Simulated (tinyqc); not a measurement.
Silicon n-p-n transistor, Gummel numbers and transit times: one step of the calculation.

One-dimensional n-p-n transistor in the forward active mode at low injection. In the base p(x) = NB exp(-eta x/wb) and ni(x)^2 = ni^2 exp((g0 + g1 x/wb)/Vt); electrons leave the base at vsat; band spikes at the emitter junction and recombination inside the emitter are ignored.

Problem. Gain, Early voltage and collector delay. ni = sqrt(Nc Nv) exp(-Eg/(2 Vt)), Eg in volts; GE = NE exp(-gE/Vt)(we/Dp + 1/Se); JC = J0 exp(VBE/Vt), J0 = q ni^2/GB; gain limited by back injection GE/GB, by base recombination tb/tauB, together 1/beta = the sum of the inverses; collector layer one-sided, Wc = sqrt(2 eps0 eps_r (Vbc + VCB)/(q NC)), Vbc = Vt ln(p(wb) NC/ni^2), Cjc = eps0 eps_r/Wc; Early voltage VA = GB q p(wb)/(f(wb) Cjc [1/Dn - (eta + g1/Vt)/(wb vsat)]), f(wb) = p(wb) exp(-(g0 + g1)/Vt), p(wb) = NB exp(-eta); tauC = Wc/(2 vsat).

Parameters, values chosen for the exercise; band and dielectric values close to those of silicon:

| symbol | value | unit | meaning |
|---|---|---|---|
| T | 300 | K | temperature |
| Eg | 1.1 | eV | band gap |
| eps_r | 11.7 |  | relative permittivity |
| Nc | 2.82e19 | cm^-3 | conduction-band density of states at T |
| Nv | 2.69e19 | cm^-3 | valence-band density of states at T |
| vsat | 9.97e6 | cm/s | saturation velocity |
| wb | 220 | nm | neutral base width |
| NB | 1e17 | cm^-3 | base doping at the emitter edge |
| eta | 0 |  | doping falls as exp(-eta x/wb) |
| g0 | 0 | eV | gap reduction at the emitter edge of the base |
| g1 | 0 | eV | further gap reduction across the base (linear) |
| Dn | 8.7 | cm^2/s | electron diffusion coefficient in the base |
| NE | 5.3e19 | cm^-3 | emitter doping |
| gE | 0.063 | eV | gap reduction in the emitter (negative: wider gap) |
| we | 91 | nm | neutral emitter width |
| Dp | 1.2 | cm^2/s | hole diffusion coefficient in the emitter |
| Se | 50000 | cm/s | recombination velocity at the emitter contact |
| tb | 2e-7 | s | electron lifetime in the base |
| NC | 2.9e16 | cm^-3 | collector doping |
| VCB | 1.4 | V | collector-base reverse bias |

Constants: q = 1.602176634e-19 C, kB = 1.380649e-23 J/K, Vt = kB T/q, eps0 = 8.8541878128e-14 F/cm where lengths are in cm. Results are converted to the units shown.

GB = 2.6290365e11 s/cm^4
tauB = 30.022712 ps

Wanted: ni; GE; J0; GE/GB; tb/tauB; beta; Wc; Cjc; VA; tauC.

Solution.

ni = 1.5864e10 cm^-3
GE = 1.2781e14 s/cm^4
J0 = 1.5337e-10 A/cm^2
GE/GB = 486.15
tb/tauB = 6661.6
beta = 453.09
Wc = 311.61 nm
Cjc = 0.33245 fF/um^2
VA = 11.023 V
tauC = 1.5627 ps

The gain is limited more by back injection into the emitter. beta VA = 4990 V.

Range of the model: The collector doping exceeds a tenth of the base doping at that edge, so the collector layer reaches noticeably into the base. Heavy doping makes emitter or base degenerate; gE and g0 are to be read as apparent gap changes that include this.

Numbers from tinyqc (`OMP_NUM_THREADS=1 python tinyqc.py 2320163 2320164 out.jsonl`; about 0.01 s on one thread of a shared Intel Xeon 2.30GHz).
